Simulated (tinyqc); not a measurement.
Wannier-Stark ladder of a miniband: one step. Bessel amplitudes. Two cases, with inputs chosen for the exercise.

Problem. With x = W/(2 e F d): J_j(x)^2 for j = 0 to 5, their running sum over -j ... j, and the spread sqrt(sum j^2 J_j^2) = x/sqrt2. For a hole fixed in well 0 the J_j^2 are the strengths of the optical lines at j e F d.

Case 1.

x = 2.423469

Case 2.

x = 1.271924

Give: Weights; spread.

Solution.

Case 1.

Weights:
```
j   J_j^2     sum
0  0.0001  0.0001
1  0.2653  0.5307
2  0.1890  0.9086
3  0.0410  0.9906
4  0.0044  0.9994
5  0.0003  1.0000
```

spread = 1.714 periods

The strongest line is j = +/-1.

Case 2.

Weights:
```
j   J_j^2     sum
0  0.4028  0.4028
1  0.2660  0.9348
2  0.0311  0.9969
3  0.0015  0.9999
4  0.0000  1.0000
5  0.0000  1.0000
```

spread = 0.899 periods

The strongest line is j = 0.

Computed by tinyqc, one run a case: `OMP_NUM_THREADS=1 python tinyqc.py N N+1 out.jsonl` with N = 1281644, 1281881; one thread of a shared Intel(R) Xeon(R) Processor @ 2.30GHz, about 0.01 s a run at most.
